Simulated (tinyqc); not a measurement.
## Barrier height from two thicknesses

Problem. Through a thick flat barrier T = c exp(-2 kappa t) with a prefactor c that does not depend on t, and kappa = sqrt(m1 phi1/C), C = hbar^2/(2 m0). Find kappa, the decades lost for each nanometre, c and phi1.

Inputs (values chosen for the exercise): tunnelling mass of layer 1 m1 = 0.49 m0.

Constants: q = 1.602176634e-19 C, hbar = 1.054571817e-34 J s, m0 = 9.1093837015e-31 kg, hbar^2/(2 m0) = 0.0380998212 eV nm^2. Results are converted to the units shown.

T at t = 1.2 and 2.1 nm: 2.9318476e-6  2.7144003e-10

Answer. The ratio of the two values removes c: kappa = ln(T_a/T_b)/(2 (t_b - t_a)).

kappa = 5.16 1/nm
decades a nanometre = 4.48
c = 0.700
phi1 = 2.07 eV

Program tinyqc, `OMP_NUM_THREADS=1 python tinyqc.py 2540033 2540034 out.jsonl`; Intel Xeon 2.30GHz, shared host, one thread, about 0.02 s.
